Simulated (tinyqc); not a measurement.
Inside a calculation: interface roughness in a thin film (subband fluctuation and scattering). Values are carried at full precision from step to step, so a last printed digit may differ when a step is redone from the rounded ones.

Square well of width t, barriers V0, c = hbar^2/2m0: E1 solves k t + 2 atan[(k/mz)/(kappa/mb)] = pi, k = sqrt(mz E/c), kappa = sqrt(mb (V0 - E)/c). One interface is rough, so the subband edge fluctuates by G dt with G = |dE1/dt| (central difference of 0.01 angstrom; 2 E1/t for hard walls).

Constants: hbar^2/2m0 = 3.80998211 eV angstrom^2; e^2/(4 pi eps0) = 14.39964547 eV angstrom; hbar = 6.58211957e-16 eV s.

Inputs chosen for the exercise (near those of a thin Si channel on (100), two-fold valleys; shifted at random, so the results belong to these values and not to a real crystal):
```
symbol  value  unit         meaning
t       36     angstrom     film thickness
mz      0.913  m0           confinement mass
V0      3.14   eV           barrier
mb      0.46   m0           barrier mass
D       2.2    angstrom     rms height of the roughness
md      0.185  m0           mass in the plane
gv      2                   valleys
Lc      14     angstrom     correlation length
Ns      3      x 1e12/cm^2  sheet density
eps     7.5                 mean dielectric constant at the channel
Lg      200    angstrom     gate length
Wg      1000   angstrom     gate width
```

## Sensitivity of the level to thickness

Give E1, G, the hard-wall values and the rms fluctuation G D.

E1 = 29.07 meV
G = |dE1/dt| = 1.5440 meV/angstrom

hard walls: E1 (meV) and G (meV/angstrom): [31.779, 1.766]

G D = 3.40 meV

Hard walls overstate G by a factor 1.14, and the scattering rate, which goes as G^2, by 1.31.

## The angular integrand

Gaussian roughness spectrum S(q) = pi D^2 Lc^2 exp(-q^2 Lc^2/4). Degenerate gas, taken to fill one subband (the second starts to fill once c kF^2/md exceeds E2 - E1, which is not tested here): kF = sqrt(2 pi Ns/gv), q = 2 kF sin(theta/2), 1/tau = (md/(2 pi c hbar)) G^2 times the integral from 0 to pi of S(q)(1 - cos theta)/eps(q)^2 dtheta, eps(q) = 1 + qs/q with screening (qs = gv md q0/(c eps), q0 = e^2/(4 pi eps0), form factors left out, which overstates the screening; other scattering is left out too, so these values lie far above measured mobilities in all but the thinnest films) or 1 without; mobility = tau c2/md with c2 = e/m0 = 1.75882e15 cm^2/(V s^2); 1e12/cm^2 = 1e-4/angstrom^2.

kF, qs, and exp(-q^2 Lc^2/4)(1 - cos theta) without and with the factor 1/eps^2 at theta = 30, 60, ..., 180 degrees.

kF = 0.03070 1/angstrom
qs = 0.1865 1/angstrom

Integrand:
```
theta  q (1/angstrom)   bare  eps(q)  screened
30             0.0159  0.132   12.73  0.000816
60             0.0307  0.477    7.07   0.00954
90             0.0434  0.912    5.29    0.0325
120            0.0532   1.31    4.51    0.0643
150            0.0593   1.57    4.14    0.0915
180            0.0614   1.66    4.04     0.102
```

kF Lc = 0.43: the roughness is short-ranged for these electrons, and back-scattering dominates.

## Scattering time and mobility

Integrate over theta.

Results:
```
case      integral   tau (fs)  mobility (cm^2/(V s))
bare         2.738       4378              4.162e+04
screened    0.1307  9.170e+04              8.718e+05
```

Screening raises the mobility by a factor 20.9. With it kF l = 5.41e+03, so by this rate the carriers are far from localisation. Phonons, and the gate field that presses carriers to the wall, limit real channels far below this value.

## Threshold variation

Averaged over an area A = Lg Wg much larger than Lc^2, the thickness varies by D sqrt(pi Lc^2/A), so sigma(Vt) = G D Lc sqrt(pi/A)/e; the Pelgrom coefficient is sigma sqrt(A) (1 micrometre = 1e4 angstrom).

rms of the mean thickness = 0.122 angstrom
sigma(Vt) = 0.188 mV
coefficient = 0.00843 mV micrometre

The electrostatic effect of the thickness is left out.

## Checks

- G from the envelope at the wall, psi(t/2)^2 (E1 + c mz (kappa/mb)^2), against the difference quotient, meV/angstrom: both 1.544.
- Bare integral for Lc -> 0 against pi: both 3.1416.

Computed by tinyqc, a small Python program: `OMP_NUM_THREADS=1 python tinyqc.py 1281552 1281553 out.jsonl` (the numbers bound the seed that draws the inputs); one thread of a shared host (Intel(R) Xeon(R) Processor @ 2.30GHz), about 0.01 s for the whole set of steps.
